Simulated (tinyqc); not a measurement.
Six-band Luttinger-Kohn model with strain: one step. The terms P, Q, R, S at one k. Four cases, with inputs chosen for the exercise.

Question. Form the four terms.

P = c g1 k^2 - av tr(e); Q = c g2 (kx^2 + ky^2 - 2 kz^2) - (b/2)(exx + eyy - 2 ezz); R = c sqrt3 [-g2 (kx^2 - ky^2) + 2i g3 kx ky] + (sqrt3/2) b (exx - eyy) - i d exy; S = 2 c sqrt3 g3 (kx - i ky) kz - d (exz - i eyz); c = hbar^2/2m0, e the strain tensor (not engineering shear).

Constants: hbar^2/2m0 = 3.80998211 eV angstrom^2.

Give: Terms (eV).

Case 1.

Values chosen (near those of Ge; the results hold for these values, not for the real material): Dso = 0.289 eV (spin-orbit splitting); g1 = 13.36 (Luttinger gamma1); g2 = 4.23 (gamma2); g3 = 5.69 (gamma3); av = 1.25 eV (valence hydrostatic potential); b = -2.58 eV (tetragonal shear potential); d = -5.26 eV (trigonal shear potential); k = (0.018, 0.045, 0) 1/angstrom (wave vector).

strain tensor, rows x, y, z and columns alike:
```
[[-0.01469787, 0.00000000, 0.00000000],
 [0.00000000, 0.00406005, 0.00000000],
 [0.00000000, 0.00000000, 0.00406005]]
```

Answer.

Terms (eV):
```
term            from k  from strain
P              0.11957      0.00822
Q              0.03786     -0.02420
R     0.04748+0.06083i      0.04191
S              0.00000      0.00000
```

Case 2.

Values chosen (near those of Ge; the results hold for these values, not for the real material): Dso = 0.291 eV (spin-orbit splitting); g1 = 13.37 (Luttinger gamma1); g2 = 4.24 (gamma2); g3 = 5.7 (gamma3); av = 1.23 eV (valence hydrostatic potential); b = -2.56 eV (tetragonal shear potential); d = -5.3 eV (trigonal shear potential); k = (0.03, 0.045, 0) 1/angstrom (wave vector).

strain tensor, rows x, y, z and columns alike:
```
[[0.00809950, 0.00848281, 0.00000000],
 [0.00848281, 0.00809950, 0.00000000],
 [0.00000000, 0.00000000, -0.00612355]]
```

Answer.

Terms (eV):
```
term            from k  from strain
P              0.14900     -0.01239
Q              0.04725      0.03641
R     0.03148+0.10156i     0.04496i
S              0.00000      0.00000
```

Case 3.

Values chosen (near those of InP; the results hold for these values, not for the real material): Dso = 0.108 eV (spin-orbit splitting); g1 = 5.09 (Luttinger gamma1); g2 = 1.6 (gamma2); g3 = 2.1 (gamma3); av = 0.6 eV (valence hydrostatic potential); b = -2.01 eV (tetragonal shear potential); d = -4.96 eV (trigonal shear potential); k = (-0.037, 0.013, 0) 1/angstrom (wave vector).

strain tensor, rows x, y, z and columns alike:
```
[[-0.00294431, -0.00305677, 0.00000000],
 [-0.00305677, -0.00294431, 0.00000000],
 [0.00000000, 0.00000000, 0.00327791]]
```

Answer.

Terms (eV):
```
term             from k  from strain
P               0.02983      0.00157
Q               0.00938     -0.01251
R     -0.01267-0.01333i    -0.01516i
S               0.00000      0.00000
```

Case 4.

Values chosen (near those of GaP; the results hold for these values, not for the real material): Dso = 0.081 eV (spin-orbit splitting); g1 = 4.04 (Luttinger gamma1); g2 = 0.49 (gamma2); g3 = 1.25 (gamma3); av = 1.71 eV (valence hydrostatic potential); b = -1.61 eV (tetragonal shear potential); d = -4.56 eV (trigonal shear potential); k = (-0.005, 0.004, 0) 1/angstrom (wave vector).

strain tensor, rows x, y, z and columns alike:
```
[[0.01161252, 0.00000000, 0.00000000],
 [0.00000000, -0.00356605, 0.00000000],
 [0.00000000, 0.00000000, -0.00356605]]
```

Answer.

Terms (eV):
```
term             from k  from strain
P               0.00063     -0.00766
Q               0.00008      0.01222
R     -0.00003-0.00033i     -0.02116
S               0.00000      0.00000
```

Computed by tinyqc, one run a case: `OMP_NUM_THREADS=1 python tinyqc.py N N+1 out.jsonl` with N = 1051590, 1080046, 1080124, 1080147; one thread of a shared Intel(R) Xeon(R) Processor @ 2.30GHz, about 0.2 s a run at most.
